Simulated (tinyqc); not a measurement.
Inside a calculation: smearing for a one-band metal on the fcc lattice. Values are carried at full precision from step to step, so a last printed digit may differ when a step is redone from the rounded ones.

Lattice vectors (units of a): a1 = (0, 1/2, 1/2), a2 = (1/2, 0, 1/2), a3 = (1/2, 1/2, 0). E(k) = -t A_1(k) - t2 A_2(k), A_m the sum of cos(k . R) over the 12 nearest and 6 second lattice vectors. Mesh k = sum (j_i/N) b_i, j_i = 0 .. N-1.

Parameters, chosen for this exercise: t = 1.16 eV (nearest hopping); t2 = 0.25 eV (second hopping); N = 4 (unshifted mesh); ne = 0.44 (electrons per cell); sigma = 0.58 eV (width).

## Levels on the mesh

Evaluate the band and collect equal energies with their counts.

Distinct levels:
```
E_k (eV)  points
-15.4200       1
-6.9600        8
-5.1400        6
0.5000        12
1.5000         4
2.3200        24
3.1400         3
4.1400         6
```

8 distinct levels; the mean spacing is 2.794 eV.

## Fermi level with Fermi-Dirac smearing

With x = (E_k - mu)/sigma: Fermi-Dirac f = 1/(1 + exp(x)), s = -f ln f - (1 - f) ln(1 - f). With weights w = points/N^d (d the dimension), mu solves 2 sum w f = ne; E = 2 sum w f E_k, S = 2 sum w s, F = E - sigma S.

Weights w = points/total. Bisection from the lowest and highest level; ten steps are shown.

Bisection:
```
step  low (eV)  high (eV)  mu (eV)  electrons
1     -15.4200     4.1400  -5.6400     0.3136
2      -5.6400     4.1400  -0.7500     0.5140
3      -5.6400    -0.7500  -3.1950     0.4628
4      -5.6400    -3.1950  -4.4175     0.4239
5      -4.4175    -3.1950  -3.8062     0.4508
6      -4.4175    -3.8062  -4.1119     0.4398
7      -4.1119    -3.8062  -3.9591     0.4459
8      -4.1119    -3.9591  -4.0355     0.4430
9      -4.1119    -4.0355  -4.0737     0.4415
10     -4.1119    -4.0737  -4.0928     0.4407
```

## Occupations and energies

Converge mu, then list x, f and s of each level and form the sums.

mu = -4.1083 eV

x, f and s of each level:
```
E_k (eV)       x       f       s
-15.4200  -19.50  1.0000  0.0000
-6.9600    -4.92  0.9927  0.0430
-5.1400    -1.78  0.8555  0.4130
0.5000      7.95  0.0004  0.0032
1.5000      9.67  0.0001  0.0007
2.3200     11.08  0.0000  0.0002
3.1400     12.50  0.0000  0.0001
4.1400     14.22  0.0000  0.0000
```

E = -3.0337 eV
S = 0.0896
F = -3.0856 eV
(E + F)/2 = -3.0596 eV

Levels with f between 0.001 and 0.999: 2. (E + F)/2 removes the term in sigma^2 for this scheme. That argument needs a smooth density of states, and the number of distinct levels within 2 sigma of mu is only 1, so it may fail on this mesh.

## Checks

- The slope dF/d sigma by finite differences against -S: both -0.089610.
- The slope dF/d ne by finite differences against mu (eV): both -4.1083.

Run: tinyqc, `OMP_NUM_THREADS=1 python tinyqc.py 1681727 1681728 out.jsonl`; Intel(R) Xeon(R) Processor @ 2.30GHz, one thread, shared host; about 0.3 s of CPU time with all checks.
